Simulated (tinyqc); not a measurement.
Two-mode optical phonons of a ternary alloy from two coupled oscillators: one step, computed by the program tinyqc. Command: `OMP_NUM_THREADS=1 python tinyqc.py 3025716 3025717 out.jsonl twomode walk`. One thread of a shared host (Intel(R) Xeon(R) Processor @ 2.30GHz), about 0.01 s of CPU time with the checks.

An alloy A(x)B(1-x)C has an A-C and a B-C bond oscillator. Each TO frequency moves linearly from the impurity mode (dilute end) to the TO of the pure crystal; each strength is proportional to the number of bonds.

Question. Share of the polar coupling. eps(omega) = eps_inf + W_1/(omega_1^2 - omega^2) + W_2/(omega_2^2 - omega^2) = 0 is the eigenproblem of the matrix [[omega_1^2 + W_1/eps_inf, sqrt(W_1 W_2)/eps_inf], [sqrt(W_1 W_2)/eps_inf, omega_2^2 + W_2/eps_inf]] for omega_LO^2. The polar coupling of mode j is c_j = (u_j . sqrt(W))^2/(eps_inf^2 omega_j^2), u_j its eigenvector and omega_j here its LO frequency; the c_j add up to 1/eps_inf - 1/eps_s. Froehlich constant alpha_j = (e^2/(4 pi eps_0)) c_j k_j/(2 E_j), E_j = h c omega_j, k_j = sqrt(m* E_j/(hbar^2/(2 m_0))).

Inputs (values chosen for the exercise, modelled on GaAs(1-x)P(x), with A-C the GaP-like and B-C the GaAs-like bond): electron mass m* = 0.091 m_0.

omega_1 (A-C, TO) = 356.916 1/cm

omega_2 (B-C, TO) = 267.54 1/cm

eps_inf = 10.3558

W_1 = 99160.42 1/cm^2

W_2 = 100963.9 1/cm^2

Constants: e^2/(4 pi eps_0) = 14.39964548 eV angstrom; hbar^2/(2 m_0) = 3.80998212 eV angstrom^2; 1 THz = 33.35640952 1/cm; h x 1 THz = 4.135667696 meV.

Give: c_j, lower and upper mode; share of the upper mode; alpha_j, lower and upper mode.

Answer.

c_j, lower and upper mode: [0.007966, 0.008884]

share of the upper mode = 0.5272

alpha_j, lower and upper mode: [0.04738, 0.04601]
